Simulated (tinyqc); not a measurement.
Both approximations at x = 1/2: order-disorder in a binary alloy on two sublattices: Bragg-Williams and pair (quasi-chemical) approximations. Computed by tinyqc, a small Python program. Command: `OMP_NUM_THREADS=1 python tinyqc.py 3016254 3016255 out.jsonl order walk`. One thread of a shared host (Intel(R) Xeon(R) Processor @ 2.30GHz), about 0.01 s of CPU time with the checks.

All z = 4 neighbours of a site lie on the other sublattice. B fills the sublattices with x + eta/2 and x - eta/2; energies are per site, from the pure components: u = -z w y with y the probability of an A-B bond taken in one order.

Inputs (values chosen for the exercise, for a model alloy): ordering energy w = (e_AA + e_BB)/2 - e_AB = 9.56 meV; fraction x of B = 0.5.

Lattice: square (z = 4).

Constants: k_B = 8.617333262e-05 eV/K.

Method. Bragg-Williams: k_B T_c = 2 z w x (1 - x). Pair approximation at x = 1/2: k_B T_c = w/ln(z/(z - 2)). At x = 1/2 the alloy is an Ising model with K = w/(2 k_B T). Bragg-Williams: eta = tanh(z K eta), neighbour correlation -eta^2. Pair: h = (z - 1) artanh(tanh K tanh h), eta = tanh(z h/(z - 1)), correlation -(tanh K + tanh^2 h)/(1 + tanh K tanh^2 h). T is given in units of the Bragg-Williams T_c at x = 1/2, z w/(2 k_B).

T_c, pair approximation at x = 1/2 = 160.051 K

Order and neighbour correlation:
```
T/T_c   T (K)  eta, Bragg-Williams  correlation, Bragg-Williams  eta, pair  correlation, pair
0.30    66.56              0.99741                     -0.99483    0.99704           -0.99432
0.45    99.85              0.97398                     -0.94863    0.96095           -0.93274
0.55   122.03              0.93553                     -0.87521    0.87689           -0.81371
0.65   144.22              0.87207                     -0.76050    0.65847           -0.58845
0.75   166.41              0.77552                     -0.60143    0.00000           -0.32151
0.85   188.60              0.62950                     -0.39627    0.00000           -0.28592
0.95   210.78              0.37949                     -0.14401    0.00000           -0.25725
1.10   244.07              0.00000                      0.00000    0.00000           -0.22344
1.50   332.82              0.00000                      0.00000    0.00000           -0.16514
```

The pair approximation loses long-range order between T/T_c = 0.65 and 0.75, at 160 K, and keeps a correlation of -0.165 in the last row. At its own T_c the correlation is -1/(z - 1) = -0.333, so the fewer the neighbours, the more of the ordering energy is released above T_c.
